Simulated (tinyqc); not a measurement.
# Fully depleted semiconductor-on-insulator film with two gates, non-linear Poisson equation by Newton steps: what changes with what

One dimension across the film, front interface at x = 0, back interface at x = ts. psi is counted from the intrinsic level, n = ni exp(psi/Vt) (source grounded), holes neglected, acceptors ionised. Gates act through Cox = eps0 eox/tox and Cbox = 3.9 eps0/tb with potentials G1 = Vg - (phiM - chi - Vt ln(Nc/ni)) and G2 = Vb - (phiB - chi - Vt ln(Nc/ni)). Classical Boltzmann densities, no interface charge, no depletion in the back plane.

Parameters, values chosen for the exercise; band and dielectric values close to those of silicon: temperature T = 300 K; band gap Eg = 1.13 eV; relative permittivity eps_r = 11.7; conduction-band density of states at T Nc = 2.83e19 cm^-3; valence-band density of states at T Nv = 2.62e19 cm^-3; electron affinity chi = 3.98 eV; relative permittivity of the gate insulator (close to hafnium oxide) eox = 21.8; insulator thickness tox = 5.7 nm; film thickness ts = 5.4 nm; buried-oxide thickness (eps_r 3.9) tb = 82 nm; acceptor density of the film Na = 1e15 cm^-3; work function of the front gate phiM = 4.22 eV; work function of the back plane phiB = 4.03 eV; back-gate voltage Vb = 0 V.

Constants: q = 1.602176634e-19 C, kB = 1.380649e-23 J/K, Vt = kB T/q, eps0 = 8.8541878128e-14 F/cm where lengths are in cm. Results are converted to the units shown.

Each table varies one quantity; the others keep the values above.

## Charge against front-gate voltage

ni = sqrt(Nc Nv) exp(-Eg/(2 Vt)), Eg in volts. The Poisson equation eps0 eps_r d2psi/dx2 = q (n + Na), with -eps0 eps_r dpsi/dx = Cox (G1 - psi) at x = 0 and eps0 eps_r dpsi/dx = Cbox (G2 - psi) at x = ts, is solved on 300 equal intervals with half boxes at both ends; N_inv is the trapezoid sum of n. Swing = ln 10/(d ln N_inv/dVg); the last column is (dN_inv/dVb)/(dN_inv/dVg).

Charge against front-gate voltage:

| Vg (V) | psi front (V) | psi back (V) | N_inv (cm^-2) | centroid/ts | swing (mV/decade) | q dN_inv/dVg over Cox | back/front leverage |
|---|---|---|---|---|---|---|---|
| -0.28 | 0.0516 | 0.0616 | 4.26e4 | 0.532 | 60.9 | 7.61e-8 | 0.0239 |
| -0.13 | 0.200 | 0.207 | 1.23e7 | 0.522 | 60.9 | 2.20e-5 | 0.0236 |
| 0.02 | 0.348 | 0.351 | 3.53e9 | 0.511 | 61.5 | 0.00626 | 0.0234 |
| 0.17 | 0.479 | 0.466 | 3.74e11 | 0.457 | 121 | 0.338 | 0.0213 |
| 0.32 | 0.549 | 0.494 | 2.07e12 | 0.321 | 333 | 0.675 | 0.0169 |
| 0.47 | 0.586 | 0.500 | 4.44e12 | 0.233 | 600 | 0.807 | 0.0149 |
| 0.62 | 0.610 | 0.502 | 7.11e12 | 0.181 | 892 | 0.868 | 0.0140 |
| 0.77 | 0.627 | 0.503 | 9.92e12 | 0.149 | 1.20e3 | 0.902 | 0.0136 |
| 0.92 | 0.640 | 0.504 | 1.28e13 | 0.127 | 1.51e3 | 0.922 | 0.0133 |

N_inv passes 1e11 cm^-2 at Vg = 0.116 V. The swing starts at 60.9 mV a decade, against (1 + k) Vt ln 10 = 60.3 for a front channel with k = Cs Cbox/(Cox (Cs + Cbox)) = 0.0122, Cs = eps0 eps_r/ts; above threshold this column is no longer a subthreshold swing. The centroid falls from 0.532 to 0.127 of ts and the leverage of the back gate falls from 0.0239 to 0.0133. For Vg = 0.32, 0.47, 0.62, 0.77, 0.92 the density at an interface exceeds 0.3 Nc, where Boltzmann statistics fail. In every row the classical centroid lies within 3 nm of an interface, where confinement, left out, would push it away.

## Threshold and coupling against the back-gate voltage

VT is the Vg for N_inv = 1e11 cm^-2; -dVT/dVb from the linearised equation. Limits with Cs = eps0 eps_r/ts: front channel Cs Cbox/(Cox (Cs + Cbox)), back channel Cbox (Cox + Cs)/(Cox Cs). Swing at N_inv = 1e8 cm^-2.

The same in every row: front-channel limit = 0.0122; back-channel limit = 0.0344.

Threshold and coupling against the back-gate voltage:

| Vb (V) | VT (V) | centroid/ts at VT | -dVT/dVb | swing (mV/decade) |
|---|---|---|---|---|
| -8 | 0.261 | 0.148 | 0.0154 | 60.5 |
| -6 | 0.230 | 0.192 | 0.0163 | 60.5 |
| -4 | 0.196 | 0.260 | 0.0178 | 60.6 |
| -2 | 0.158 | 0.362 | 0.0199 | 60.8 |
| 0 | 0.116 | 0.492 | 0.0227 | 60.9 |
| 2 | 0.0672 | 0.625 | 0.0256 | 61.1 |
| 4 | 0.0134 | 0.731 | 0.0281 | 61.3 |
| 6 | -0.0445 | 0.803 | 0.0298 | 61.3 |
| 8 | -0.105 | 0.849 | 0.0309 | 61.4 |

Read the table: what changes, and by how much?

As Vb goes from -8 to 8, VT falls from 0.261 to -0.105 V, the centroid rises from 0.148 to 0.849 of ts and -dVT/dVb rises from 0.0154 to 0.0309. The coupling covers 14.4 % of the way from the front-channel to the back-channel limit in the first row and 84.2 % in the last.

Range of the model: In so thin a film or at such density quantum confinement moves the charge away from the interfaces and raises the threshold.

Numbers from tinyqc (`OMP_NUM_THREADS=1 python tinyqc.py 2190161 2190162 out.jsonl`; about 0.5 s on one thread of a shared Intel Xeon 2.30GHz).
